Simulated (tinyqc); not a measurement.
Dispersion against the sound-wave line: Born-von Karman spring model of a cubic crystal with one atom per cell. Computed by tinyqc, a small Python program. Command: `OMP_NUM_THREADS=1 python tinyqc.py 3016358 3016359 out.jsonl springs walk`. One thread of a shared host (Intel(R) Xeon(R) Processor @ 2.30GHz), about 0.1 s of CPU time with the checks.

First neighbours lie at a/2 (1,1,0) (12 of them), second at a (1,0,0) (6), with all permutations and signs; the volume per atom is Omega = a^3/4. Two shells of springs match a real metal only roughly, above all at the zone boundary.

Inputs (values chosen for the exercise, modelled on nickel):

| quantity | value | unit |
|---|---|---|
| atomic mass M | 58.69 | u |
| radial spring k1L | 2.07 | eV/angstrom^2 |
| transverse spring k1T | -0.02 | eV/angstrom^2 |
| radial spring k2L | 0.061 | eV/angstrom^2 |
| transverse spring k2T | -0.025 | eV/angstrom^2 |

Lattice: fcc.

Constants: nu for 1 eV/(angstrom^2 u) = 15.6333042 THz.

Method:
- A neighbour at R with unit vector n couples by the matrix K(R) = kL n n^T + kT (1 - n n^T), and D(q) = (1/M) sum_R K(R) [1 - cos(q.R)].
- An eigenvalue lambda of D in eV/(angstrom^2 u) gives nu = 15.6333042 THz x sqrt(lambda).
- The last column divides the top branch by the straight line with its slope at G. End points in 2 pi/a: X = (1, 0, 0), L = (0.5, 0.5, 0.5).

Frequencies (THz) along two lines:

| line | fraction of the way | nu 1 | nu 2 | nu 3 | nu 3 / linear |
|---|---|---|---|---|---|
| G-X | 0.10 | 0.8829 | 0.8829 | 1.3298 | 0.99521 |
| G-X | 0.25 | 2.1668 | 2.1668 | 3.2418 | 0.97048 |
| G-X | 0.40 | 3.3452 | 3.3452 | 4.9512 | 0.92637 |
| G-X | 0.55 | 4.3535 | 4.3535 | 6.3624 | 0.86575 |
| G-X | 0.70 | 5.1291 | 5.1291 | 7.4083 | 0.79206 |
| G-X | 0.85 | 5.6187 | 5.6187 | 8.0487 | 0.70867 |
| G-X | 1.00 | 5.7862 | 5.7862 | 8.2640 | 0.61848 |
| G-L | 0.10 | 0.6372 | 0.6372 | 1.2977 | 0.99589 |
| G-L | 0.25 | 1.5587 | 1.5587 | 3.1744 | 0.97450 |
| G-L | 0.40 | 2.3941 | 2.3941 | 4.8758 | 0.93549 |
| G-L | 0.55 | 3.0972 | 3.0972 | 6.3077 | 0.88016 |
| G-L | 0.70 | 3.6292 | 3.6292 | 7.3911 | 0.81033 |
| G-L | 0.85 | 3.9606 | 3.9606 | 8.0660 | 0.72827 |
| G-L | 1.00 | 4.0731 | 4.0731 | 8.2952 | 0.63662 |

What follows from these numbers?

Along G-X the top branch ends at 62 % of its linear extrapolation, near the 2/pi = 64 % of a chain with one spring. Along G-L the top branch ends at 64 % of its linear extrapolation, which is the 2/pi of a pure sine: planes normal to this line couple to their next planes alone. A Debye model keeps the straight line throughout.
